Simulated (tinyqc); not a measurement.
Width of layer A: type-II superlattice in the two-band Kane model.

Motion along the axis, period d = a + b, c = hbar^2/2m0. Conduction and light-hole bands couple: (E - Ec)(E - Ev) = Ep c k^2 in each layer, with mass m(E) = (E - Ev)/Ep, which may be negative. The conduction envelope psi and psi'/m(E) are continuous; a layer carries them by [[cos kt, (m/k) sin kt], [-(k/m) sin kt, cos kt]] (cosh and sinh for k^2 < 0), and cos(q d) = tr(M_B M_A)/2. C1 is the first miniband above EvB, with its bottom at tr/2 = +1 and its top at -1; the gap is the bottom of C1 less the top heavy-hole level HH1.

Heavy holes are uncoupled: with e = EvB - E, p = sqrt(mhB e/c), w = sqrt(mhA (EvB - EvA - e)/c), the top level HH1 at q = 0 solves (p/mhB) tan(p b/2) = (w/mhA) tanh(w a/2).

Constants: hbar^2/2m0 = 3.80998211 eV angstrom^2; hc = 1239.841984 eV nm.

Values chosen for the exercise (near those of an InAs/GaSb superlattice; shifted at random, so the results belong to these values and not to a real crystal): b = 28 angstrom (layer B); EcA = 0 eV (conduction edge of A); EvA = -0.424 eV (valence edge of A); EcB = 0.959 eV (conduction edge of B); EvB = 0.143 eV (valence edge of B); EpA = 14.6 eV (coupling energy in A); EpB = 18 eV (coupling energy in B); mhA = 0.35 m0 (heavy hole in A); mhB = 0.28 m0 (heavy hole in B); As = (23, 31, 35, 44, 52, 63, 74) angstrom (widths of layer A).

Bottom of C1 (tr/2 = +1, above EvB), HH1, the gap and hc/gap; widths at which C1 no longer starts above EvB are left out.

Results:
```
a (angstrom)  C1 (eV)  HH1 (eV)  gap (meV)  cut-off (micrometre)
23             0.4138    0.0559      357.9                  3.46
31             0.3237    0.0553      268.4                  4.62
35             0.2892    0.0553      234.0                  5.30
44             0.2292    0.0552      174.0                  7.13
52             0.1902    0.0552      134.9                  9.19
63             0.1508    0.0552       95.6                 12.97
```

From a = 23 to 63 angstrom C1 falls by 263 meV while HH1 moves by -0.7 meV, so layer A tunes the gap, from 358 to 96 meV. The cut-off shifts by 0.144 micrometre per angstrom at the thin end and 0.344 at the thick end: long wavelengths need tight control of the thickness.

Computed by tinyqc, a small Python program: `OMP_NUM_THREADS=1 python tinyqc.py 1281743 1281744 out.jsonl` (the numbers bound the seed that draws the inputs); one thread of a shared host (Intel(R) Xeon(R) Processor @ 2.30GHz), about 0.03 s for the whole set of steps.
